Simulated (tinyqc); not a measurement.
Electromigration in a confined line: Blech product, Korhonen stress evolution and Black's law: one step, computed by the program tinyqc. Command: `OMP_NUM_THREADS=1 python tinyqc.py 3012109 3012110 out.jsonl emigr walk`. One thread of a shared host (Intel(R) Xeon(R) Processor @ 2.30GHz), about 0.01 s of CPU time with the checks.

The electron wind pushes atoms from the cathode (x = 0) to the anode (x = L); blocking ends build a back stress (tension positive). The input rho is taken not to change with temperature. d sigma/dt = d/dx [kappa (d sigma/dx + G)], with zero flux at both ends and sigma = 0 at t = 0.

Task: Series terms at the cathode. sigma(x, t) = G L [1/2 - x/L - 4 sum_(m odd) cos(m pi x/L) exp(-m^2 pi^2 s)/(m pi)^2], s = t/tau, summed to m = 399. The terms at x = 0 are 4 exp(-m^2 pi^2 s)/(m pi)^2; tau = L^2/kappa.

Inputs (values chosen for the exercise, close to those used for copper lines):
```
quantity,value,unit
critical stress sigma_c,100,MPa
line length L,130,um
test temperature T,290,C
"time as a fraction of L^2/kappa, s",0.15,-
```

Start: stress-free.

stress gradient G = 27.57808 MPa/um

tau = 158.4523 h

Give: terms for m = 1, 3, 5, 7; cathode stress at time s; time t.

Result:

terms for m = 1, 3, 5, 7: [0.09222, 7.362e-08, 1.368e-18, 2.589e-34]

cathode stress at time s = 1462 MPa

time t = 23.77 h

Caution: the stress exceeds sigma_c: a void would already have formed and relaxed it, so the value is formal.
